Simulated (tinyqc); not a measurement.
From results back to parameters: nanosheet or nanowire with hard walls, valleys of the Si type. Four cases, with inputs chosen for the exercise.

Problem. In a hard-walled rectangle E(n, l) = c pi^2 (n^2/(m_y W^2) + l^2/(m_z H^2)), c = hbar^2/2m0. Two levels were computed from hidden W and H.

Constants: hbar^2/2m0 = 3.80998211 eV angstrom^2.

Case 1.

Values chosen (out of a larger set: near those of Si; not measured data): m_y = 0.187 m0 (mass across the width); m_z = 0.924 m0 (mass along the height).

E(1, 1) = 0.039136 eV
E(2, 1) = 0.122632 eV

Case 2.

Values chosen (out of a larger set: near those of Si; not measured data): m_y = 0.188 m0 (mass across the width); m_z = 0.906 m0 (mass along the height).

E(1, 1) = 0.051376 eV
E(2, 1) = 0.067157 eV

Case 3.

Values chosen (out of a larger set: near those of Si; not measured data): m_y = 0.191 m0 (mass across the width); m_z = 0.918 m0 (mass along the height).

E(1, 1) = 0.104314 eV
E(2, 1) = 0.395980 eV

Case 4.

Values chosen (out of a larger set: near those of Si; not measured data): m_y = 0.192 m0 (mass across the width); m_z = 0.906 m0 (mass along the height).

E(1, 1) = 0.096769 eV
E(2, 1) = 0.290999 eV

Find: width term; height term; W; H.

Solution. The difference of the two levels is three times the width term; the rest of E(1, 1) is the height term.

Case 1.

width term = 27.83 meV
height term = 11.30 meV
W = 85.0 angstrom
H = 60.0 angstrom

Case 2.

width term = 5.26 meV
height term = 46.12 meV
W = 195.0 angstrom
H = 30.0 angstrom

Case 3.

width term = 97.22 meV
height term = 7.09 meV
W = 45.0 angstrom
H = 76.0 angstrom

Case 4.

width term = 64.74 meV
height term = 32.03 meV
W = 55.0 angstrom
H = 36.0 angstrom

Computed by tinyqc, one run a case: `OMP_NUM_THREADS=1 python tinyqc.py N N+1 out.jsonl` with N = 1281062, 1281119, 1281154, 1281168; one thread of a shared Intel(R) Xeon(R) Processor @ 2.30GHz, about 0.05 s a run at most.
